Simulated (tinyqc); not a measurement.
What moves the results: complex band structure along [001] in sp3s* tight binding. A value that a table varies takes the place of the one given here.

For k = (0, 0, kz) the phase sums are g0 = cos(phi) and g3 = i sin(phi), phi = kz a/4, and the s, pz, s* orbitals of anion (a) and cation (c) decouple from px, py. With z = exp(i phi), H(z) = H0 + z T + T^T/z for any complex z. H0 is diagonal (Esa, Epa, Exa, Esc, Epc, Exc). The anion-cation block is B(z) = z U + W/z and the cation-anion block z W^T + U^T/z, where U has Vss/2 (s,s), Vsapc/2 (s,z), -Vscpa/2 (z,s), Vxx/2 (z,z), Vxapc/2 (s*,z), -Vpaxc/2 (z,s*), and W has the same values with the s-z and s*-z signs reversed. |z| = 1 is a band state, |z| < 1 decays along [001] as exp(-kappa d) over a distance d, kappa = -(4/a) ln|z|. No spin-orbit coupling.

Constants: hbar^2/2m0 = 3.80998211 eV angstrom^2.

Inputs chosen for the exercise (out of a larger set: near a published set for InP, fitted to gaps, whose masses and valley positions are rough (light masses up to twice too heavy); not measured data): p = (-8.547, 0.876, -1.479, 4.043, 8.256, 7.086, -5.369, 1.882, 4.217, 2.227, 5.591, 3.467, 4.488) eV (order Esa, Epa, Esc, Epc, Exa, Exc, Vss, Vxx, Vxy, Vsapc, Vscpa, Vxapc, Vpaxc); a = 5.872 angstrom (lattice constant); dE = 0.59 eV (E - Ev).

## Decay across the direct gap

Ev = -0.00005 eV
EG (direct gap) = 1.41475 eV

masses of this model, from the curvature at Gamma (m0): m_lh 0.09463, m_e 0.12256

kappa of the imaginary branch at Gamma against three formulas: parabolic from the valence edge, sqrt(m_lh E/c); parabolic from the conduction edge, sqrt(m_e (EG - E)/c); two-band (Franz), sqrt(m E (1 - E/EG)/c) with m = 2 m_lh m_e/(m_lh + m_e). E from Ev; c = hbar^2/2m0.

kappa (1/angstrom):
```
E/EG,E (eV),tight binding,"parabolic, valence","parabolic, conduction",two-band
0.05,0.0707,0.0410,0.0419,0.2079,0.0434
0.15,0.2122,0.0678,0.0726,0.1967,0.0711
0.25,0.3537,0.0831,0.0937,0.1847,0.0862
0.35,0.4952,0.0925,0.1109,0.1720,0.0950
0.50,0.7074,0.0986,0.1325,0.1508,0.0996
0.65,0.9196,0.0960,0.1511,0.1262,0.0950
0.75,1.0611,0.0884,0.1623,0.1067,0.0862
0.85,1.2025,0.0741,0.1728,0.0826,0.0711
0.95,1.3440,0.0460,0.1827,0.0477,0.0434
```

What does this show?

The branch joins the light-hole and conduction bands and peaks, among these rows, at E/EG = 0.50 with kappa = 0.0986 1/angstrom. At mid-gap the parabola from the conduction edge is +53 % off and the two-band form +1.0 %; over 5 nm the parabola would misstate exp(-2 kappa d) by a factor 185.

## Band-to-band tunnelling in a uniform field

WKB at zero transverse momentum: T = exp(-2 I/(eF)), I = integral of kappa dE across the direct gap (8 Gauss-Legendre points in theta, E = EG sin^2 theta, 0 to pi/2); 1 MV/cm = 0.01 V/angstrom. The two-band form gives I = (pi/8) sqrt(m/c) EG^(3/2) with m = 2 m_lh m_e/(m_lh + m_e).

Tunnelling:
```
F (MV/cm),path EG/eF (angstrom),exponent 2I/eF,"T, tight binding","T, two-band"
0.50,283.0,44.005,7.75e-20,6.03e-20
0.75,188.6,29.336,1.82e-13,1.54e-13
1.00,141.5,22.002,2.78e-10,2.46e-10
1.50,94.3,14.668,4.26e-07,3.92e-07
2.00,70.7,11.001,1.67e-05,1.57e-05
3.00,47.2,7.334,0.000653,0.000626
4.00,35.4,5.501,0.00408,0.00396
```

I, tight binding = 0.110012 eV/angstrom
I, two-band = 0.110637 eV/angstrom

What does this show, and why?

The two-band integral is +0.57 % from the tight-binding one, which makes the two-band T 0.7788 times the other at 0.5 MV/cm and 0.9692 times at 4 MV/cm. Doubling the field from 1 to 2 MV/cm halves the exponent and raises T by a factor 5.99e+04.

## Energy and lattice constant

The slowest root of the s-pz block and the heavy-hole branch, sinh^2(kappa a/4) = ((E - Epa)(E - Epc) - Vxx^2)/(Vxx^2 - Vxy^2), at E = Ev + dE with Ev the lower root of [[Epa, Vxx], [Vxx, Epc]]; the couplings are kept when a changes. Each row changes one parameter from the base and keeps the others.

Results:
```
case,slowest kappa (1/angstrom),heavy-hole kappa (1/angstrom)
base,0.0963,0.2805
dE = 0.62 eV,0.0971,0.2862
a = 6.048 angstrom,0.0935,0.2723
```

What can be read from the table?

The largest shifts from the base row, up to three for each result and ties (the steps differ in size, so this ranks the rows, not the parameters). slowest kappa (1/angstrom): a -0.0028, dE +0.0008. heavy-hole kappa (1/angstrom): a -0.0082, dE +0.0057. With the couplings fixed, kappa a stays, so kappa scales as 1/a.

(tinyqc, `OMP_NUM_THREADS=1 python tinyqc.py 1450608 1450609 out.jsonl`, Intel(R) Xeon(R) Processor @ 2.30GHz, 1 thread, shared host, about 0.01 s.)
